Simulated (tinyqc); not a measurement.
Gated graphene, quantum capacitance: one step of the calculation.

phi is the Fermi level above the Dirac point, in volts; Vg is counted from the gate voltage of charge neutrality. Ideal linear bands, no charge puddles.

Problem. Gate capacitance. Cox = eps0 eox/tox.

Inputs (values chosen for the exercise): relative permittivity of the gate insulator (close to silicon nitride) eox = 7.37; insulator thickness tox = 4.9 nm.

Constants: eps0 = 8.8541878128e-14 F/cm where lengths are in cm. Results are converted to the units shown.

Find: Cox.

Solution.

Cox = 1.3317 uF/cm^2

Program tinyqc, `OMP_NUM_THREADS=1 python tinyqc.py 2200144 2200145 out.jsonl`; Intel Xeon 2.30GHz, shared host, one thread, about 0.01 s.
